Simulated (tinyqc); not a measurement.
## Permittivity of the insulator from five potentials

Problem. A node lies on a semiconductor-insulator interface. Steps: hs = tb/2 down into the semiconductor, ho = tox/2 up into the insulator, hy = L/5 sideways. The flux balance of its box reads eox (hy/ho)(above - node) + eps_r (hy/hs)(below - node) + [(eps_r hs + eox ho)/(2 hy)](left + right - 2 node) - q Na (hs/2) hy/eps0 = 0. Find eox.

Parameters, values chosen for the exercise; semiconductor permittivity close to that of germanium: relative permittivity of the semiconductor eps_r = 16.2; half the body thickness tb = 6 nm; insulator thickness tox = 3 nm; channel length L = 54 nm; acceptor density of the depleted body Na = 0 cm^-3.

Constants: q = 1.602176634e-19 C, eps0 = 8.8541878128e-14 F/cm where lengths are in cm. Results are converted to the units shown.

psi (V): node 0.21676584, above 0.12667063, below 0.28267676, left 0.077181922, right 1.05

Answer. The balance is linear in eox.

eox = 9.000

tinyqc, about 0.2 s, one thread, Intel Xeon 2.30GHz (shared host): `OMP_NUM_THREADS=1 python tinyqc.py 2480118 2480119 out.jsonl`
